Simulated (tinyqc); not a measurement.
Microkinetic model of low-temperature epitaxy from hydride gases: adsorption, hydrogen desorption and rate control: one step, computed by the program tinyqc.

Each hydride molecule needs two free sites and leaves four hydrogen atoms, of which two leave at once as H2; theta is the hydrogen coverage, the site density is 6.78 per nm^2 and one layer is 1.358 angstrom thick.

Question. Rate constants. Flux per site F = p/(sqrt(2 pi M k_B T) x 6.78e18 per m^2), M = 32.12 u (silane), 2.016 u (hydrogen); s = s0 exp(-E_s/(k_B T)); k_S = s F_S = k; k_H = s_H F_H; k_d = nu_d exp(-E_d/(k_B T)). Temperatures in kelvin are T(C) + 273.15.

Inputs (values chosen for the exercise, close to those used for silane, with second-order desorption as on Si(111) but the site density of Si(001)):

| quantity | value | unit |
|---|---|---|
| silane pressure p_S | 0.29 | Pa |
| sticking prefactor of silane s0 | 0.024 | - |
| adsorption barrier E_s | 0.27 | eV |
| desorption prefactor nu_d | 4.2e+12 | 1/s |
| desorption energy on silicon E_d | 2.15 | eV |
| hydrogen carrier pressure p_H | 0 | Pa |
| sticking of hydrogen s_H | 6e-07 | - |
| temperature T | 490 | C |

Film: silicon. Order of hydrogen desorption: second.

Constants: k_B = 8.617333262e-05 eV/K; u = 1.6605390666e-27 kg; k_B = 1.380649e-23 J/K.

Give: k; k_H; k_d.

Answer.

k = 0.2847 1/s

k_H = 0 1/s

k_d = 0.02660 1/s
